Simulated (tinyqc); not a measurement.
Front-illuminated p-i-n photodiode, quantum efficiency and bandwidth: one step of the calculation.

Light enters through a p layer (0 to xp), a depleted layer (xp to xp + wi) and a thick n substrate, decaying as exp(-al x); one pass, no back reflection. Carriers made in the depleted layer are all collected; those in the neutral layers diffuse.

Task. Quantum efficiency. k = al Ln, s = S Ln/Dn, e = exp(-al xp); front layer f1 = (k/(k^2 - 1)) {[s + k - e (s cosh(xp/Ln) + sinh(xp/Ln))]/[s sinh(xp/Ln) + cosh(xp/Ln)] - k e}; depleted layer f2 = e (1 - exp(-al wi)); substrate f3 = e exp(-al wi) al Lp/(1 + al Lp); external efficiency (1 - Rf)(f1 + f2 + f3); responsivity = efficiency q lam/(h c).

Values chosen for this exercise; values close to those of silicon at this wavelength:

| symbol | value | unit | meaning |
|---|---|---|---|
| lam | 532 | nm | wavelength |
| al | 7650 | 1/cm | absorption coefficient |
| Rf | 0.1 |  | reflectance of the front face |
| xp | 0.39 | um | thickness of the front p layer |
| wi | 1.3 | um | thickness of the depleted layer |
| Dn | 7.4 | cm^2/s | electron diffusion coefficient in the p layer |
| Ln | 16 | um | electron diffusion length in the p layer |
| S | 5000 | cm/s | recombination velocity of the front surface |
| Lp | 76 | um | hole diffusion length in the thick n substrate |

Constants: q = 1.602176634e-19 C, h = 6.62607015e-34 J s, c = 299792458 m/s. Results are converted to the units shown.

Find: s; f1; f2; f3; external efficiency; responsivity.

Result.

s = 1.081
f1 = 0.2544
f2 = 0.4676
f3 = 0.2698
external efficiency = 0.8926
responsivity = 0.3830 A/W

The front layer absorbs 25.8 % of the light that enters and collects 98.6 % of that. Diffusion from the neutral layers makes up 52.9 % of the current.

Program tinyqc, `OMP_NUM_THREADS=1 python tinyqc.py 2250126 2250127 out.jsonl`; Intel Xeon 2.30GHz, shared host, one thread, about 0.01 s.
